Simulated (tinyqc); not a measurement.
Gaps against pressure: band gaps under pressure and temperature from deformation potentials.

Murnaghan: V/V0 = (1 + Bp P/B0)^(-1/Bp), B0 = (C11 + 2 C12)/3. Each gap moves by a ln(V/V0) with its volume potential a, and falls with temperature by aV T^2/(T + bV) (Varshni); the two effects are added. No change of phase is considered.

Parameters, chosen for this exercise (near those of InAs, the X and L potentials typical of such crystals; the results hold for these values, not for the real material):
```
symbol  value                  unit   meaning
Eg      0.417                  eV     gap at Gamma to the s-like level at 0 K, 0 GPa
EgX     1.453                  eV     gap to X at 0 K, 0 GPa
EgL     1.142                  eV     gap to L at 0 K, 0 GPa
C11     82.9                   GPa
C12     45.5                   GPa
Bp      4.2                           pressure derivative of the bulk modulus
aG      -6.14                  eV     volume potential of the Gamma gap
aX      1.93                   eV     volume potential of the X gap
aL      -3.92                  eV     volume potential of the L gap
aV      (0.275, 0.276, 0.281)  meV/K  Varshni alpha of Gamma, X, L
bV      (99, 86, 89)           K      Varshni beta of Gamma, X, L
T       300                    K      temperature
```

The last column is the linear form E0 + c1 P for Gamma, c1 = -aG/B0.

Gaps (eV):
```
P (GPa),ln(V/V0),Gamma,X,L,lowest,"Gamma, linear"
0.00,0.0000,0.355,1.389,1.077,Gamma,0.355
1.25,-0.0206,0.482,1.349,1.158,Gamma,0.487
2.50,-0.0396,0.598,1.312,1.232,Gamma,0.620
3.75,-0.0572,0.706,1.278,1.301,Gamma,0.752
5.00,-0.0736,0.807,1.247,1.366,Gamma,0.885
6.25,-0.0889,0.901,1.217,1.426,Gamma,1.017
7.50,-0.1033,0.989,1.189,1.482,Gamma,1.149
8.75,-0.1169,1.073,1.163,1.535,Gamma,1.282
10.00,-0.1298,1.152,1.138,1.586,X,1.414
```

How do the results move, and what explains it?

Over 10 GPa Gamma moves by +0.797, L by +0.509 and X by -0.250 eV. The lowest valley changes: Gamma to X between 8.75 and 10.00 GPa, and the fundamental gap peaks at 1.138 eV on these points. The linear form overshoots by 263 meV at the end, because the crystal stiffens; the gap is linear in ln V, not in P. Rows above about 7 GPa lie beyond the phase change of the real crystal.

Program tinyqc; command `OMP_NUM_THREADS=1 python tinyqc.py 1080899 1080900 out.jsonl`; about 0.01 s on one thread of a shared Intel(R) Xeon(R) Processor @ 2.30GHz.
